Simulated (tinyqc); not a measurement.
Two-step dopant diffusion (predeposition and drive-in) with a constant diffusivity: one step, computed by the program tinyqc.

Fick diffusion into a half space x > 0 whose background doping C_B is of the opposite type, so that a junction lies where C = C_B.

Problem. Drive-in as a Gaussian. With a sealed surface and a thin source, C = Q/sqrt(pi (Dt)2) exp(-x^2/(4 (Dt)2)); x_j = 2 sqrt((Dt)2 ln(C(0)/C_B)); gradient at the junction |dC/dx| = C_B x_j/(2 (Dt)2).

Inputs (values chosen for the exercise, modelled on arsenic in silicon):
```
quantity                        value    unit
surface concentration C_s     1.4e+20  1/cm^3
background doping C_B         4.2e+14  1/cm^3
predeposition temperature T1      875       C
drive-in temperature T2          1175       C
stand-by temperature              700       C
```

dose Q = 3.857555e+13 1/cm^2

drive-in budget (Dt)2 = 4.061275e-10 cm^2

Give: surface concentration C(0) (Gaussian); junction depth x_j; gradient at the junction.

Solution.

surface concentration C(0) (Gaussian) = 1.080e+18 1/cm^3

junction depth x_j = 1.129 um

gradient at the junction = 5.840e+19 1/cm^4

Caution: C_s exceeds the intrinsic carrier density of silicon at the predeposition temperature (2e18 to 1e19 per cm^3), where real diffusivities rise with concentration and profiles turn box-like.
